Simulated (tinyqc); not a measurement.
Hubbard chain of 2 sites, step by step. One step of it, computed by the program tinyqc.

Task: The many-body Hamiltonian. Basis: all placements (u, d, 2, 0 on each site), up operators ordered before down ones; hops carry the sign of the same-spin electrons passed.

one-body matrix (hopping and site energies) (eV):
```
           1          2
1   0.000000  -0.710000
2  -0.710000   0.000000
```

U = 1.000000 eV

electrons, up and down: 1  1

Give: H.

Result:

H (eV), lower triangle:
```
         20       ud       du      02
20   1.0000
ud  -0.7100   0.0000
du  -0.7100   0.0000   0.0000
02   0.0000  -0.7100  -0.7100  1.0000
```
